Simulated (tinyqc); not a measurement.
Biaxially strained (001) channel, valley splitting in an inversion layer: one step of the calculation.

A thin layer grown on a relaxed buffer is stretched in the plane. The two valleys with their long axis along the growth direction (D2) sink against the four in-plane ones (D4); confinement in a triangular well splits them too. Only the lowest subband of each set is kept; one relaxation time, so the weakening of intervalley scattering is left out.

Task. Subband edges and densities of states. Levels E(m) = 2.33811 (hbar^2 q^2 F^2/(2 m))^(1/3): E2 = E(ml), E4 = E(mt) + D; N2 = 2 mt kB T/(pi hbar^2), N4 = 4 sqrt(mt ml) kB T/(pi hbar^2).

Values chosen for this exercise; values close to those of silicon on relaxed silicon-germanium:
```
symbol,value,unit,meaning
T,350,K,temperature
x,0.12,,germanium share of the relaxed buffer
b1,0.0418,,lattice mismatch per unit x
c11,170,GPa,elastic constant
c12,64,GPa,elastic constant
Xu,9.08,eV,shear deformation potential
ml,0.941,m0,longitudinal mass
mt,0.187,m0,transverse mass
F,0.34,MV/cm,confining field
```

Constants: q = 1.602176634e-19 C, kB = 1.380649e-23 J/K, hbar = 1.054571817e-34 J s, m0 = 9.1093837015e-31 kg, hbar^2/(2 m0) = 0.0380998212 eV nm^2. Results are converted to the units shown.

D = 79.838197 meV

Give: E2; E4; N2; N4.

Result.

E2 = 0.08426 eV
E4 = 0.2242 eV
N2 = 4.712e12 cm^-2
N4 = 2.114e13 cm^-2

Of the gap E4 - E2 = 140 meV, confinement gives 60.1 meV.

Numbers from tinyqc (`OMP_NUM_THREADS=1 python tinyqc.py 2530062 2530063 out.jsonl`; about 0.02 s on one thread of a shared Intel Xeon 2.30GHz).
